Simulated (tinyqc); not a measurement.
## Film and buried-oxide thickness from two coupling ratios

Inverse problem. In a depleted film -dVT/dVb is k1 = Cs Cbox/(Cox (Cs + Cbox)) for a front channel and k2 = Cbox (Cox + Cs)/(Cox Cs) for a back channel, with Cox = eps0 eox/tox, Cs = eps0 eps_r/ts, Cbox = 3.9 eps0/tb. Find ts and tb.

Inputs (values chosen for the exercise); band and dielectric values close to those of silicon: relative permittivity eps_r = 11.7; relative permittivity of the gate insulator (close to silicon dioxide) eox = 3.9; insulator thickness tox = 1.4 nm.

coupling ratios for a front and a back channel: [0.027631579, 0.13188406]

Answer. With y = Cox/Cs and z = Cox/Cbox, 1/k1 = y + z and k2 = (1 + y)/z, so y = (k2/k1 - 1)/(1 + k2); the thicknesses follow from y and z.

ts = 14.0 nm
tb = 46.0 nm

Program tinyqc, `OMP_NUM_THREADS=1 python tinyqc.py 2190055 2190056 out.jsonl`; Intel Xeon 2.30GHz, shared host, one thread, about 0.3 s.
